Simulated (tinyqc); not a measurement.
Bond length, ionicity and dielectric constant: Penn model of the dielectric constant and Phillips ionicity.

n = 32/a^3; Ep^2 = 8 pi c e2 n with c = hbar^2/2m0, e2 = e^2/(4 pi eps0); EF = c (3 pi^2 n)^(2/3); eps = 1 + (Ep/Eg)^2 S with S = 1 - Eg/(4 EF) + (Eg/(4 EF))^2/3, Eg the Penn gap. Core d shells are left out.

Phillips: bond length d = sqrt(3) a/4; homopolar gap Eh = 39.74 d^(-2.48) eV (d in angstrom); Eg^2 = Eh^2 + C^2; ionicity fi = C^2/Eg^2.

Constants: hbar^2/2m0 = 3.80998211 eV angstrom^2; e^2/(4 pi eps0) = 14.39964547 eV angstrom.

Each case gives a and C, chosen for the exercise.

Results:
```
case       a (angstrom)  C (eV)  Eh (eV)  Eg (eV)  Ep (eV)    eps     fi
near GaAs         5.664    2.86     4.29     5.16    15.58   9.13  0.307
near ZnSe         5.662    5.36     4.30     6.87    15.59   5.42  0.609
near InAs         6.053    2.52     3.64     4.43    14.11  10.06  0.324
near GaP          5.435    3.08     4.76     5.67    16.58   8.62  0.295
near SiC          4.343    3.82     8.30     9.14    23.21   6.73  0.175
near BN           3.614    6.96    13.09    14.82    30.57   4.72  0.220
```

eps runs from 4.72 (near BN) to 10.06 (near InAs). Eg varies by a factor 3.35 and Ep by 2.17; the order of eps is not simply the reverse order of Eg, since Ep varies too. Without the d-shell correction the model runs low for the heavier compounds.

Program tinyqc; command `OMP_NUM_THREADS=1 python tinyqc.py 1682287 1682288 out.jsonl`; about 0.01 s on one thread of a shared Intel(R) Xeon(R) Processor @ 2.30GHz.
